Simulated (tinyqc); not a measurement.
Worked calculation: G0W0 on RHF in the 6-31g basis, for H2, spin multiplicity 1. One step of it, computed by the program tinyqc.

Task: Screening: direct RPA. With D = e_a - e_i and K = (ia|jb): diagonalise D^(1/2) (D + 4K) D^(1/2) = Z w^2 Z^T; X + Y = D^(1/2) Z w^(-1/2), each column of Z with its largest component positive (the first on a tie); E_c = (sum w - tr (D + 2K)) / 2.

orbital energies (hartree): MO1 -0.561840, MO2 0.205829, MO3 0.834302, MO4 1.270070

Two-electron integrals over orbitals (pq|rs), unique and non-zero (hartree):
```
(11|11) 0.608925    (21|21) 0.092865    (22|11) 0.437468    (22|22) 0.392376
(31|11) 0.151852    (31|22) 0.058545    (31|31) 0.102705    (32|21) -0.007661
(32|32) 0.034439    (33|11) 0.519003    (33|22) 0.390047    (33|31) 0.119671
(33|33) 0.467311    (41|21) -0.080970   (41|32) -0.034639   (41|41) 0.125012
(42|11) -0.141718   (42|22) -0.062754   (42|31) -0.077969   (42|33) -0.108000
(42|42) 0.075085    (43|21) -0.100178   (43|32) -0.016395   (43|41) 0.125692
(43|43) 0.148778    (44|11) 0.617382    (44|22) 0.446018    (44|31) 0.187662
(44|33) 0.543000    (44|42) -0.167090   (44|44) 0.687875
```

Give: D^(1/2) (D + 4K) D^(1/2); excitation energies w; X + Y; RPA correlation energy.

Result:

D^(1/2) (D + 4K) D^(1/2) (hartree^2), lower triangle:
```
        1>2    1>3    1>4
1>2   0.874
1>3   0.000  2.523
1>4  -0.384  0.000  4.272
```

excitation energies w (hartree): 0.912  1.588  2.077

X + Y:
```
         1      2       3
1>2  0.912  0.000  -0.067
1>3  0.000  0.938   0.000
1>4  0.157  0.000   0.933
```

RPA correlation energy = -0.02971 hartree
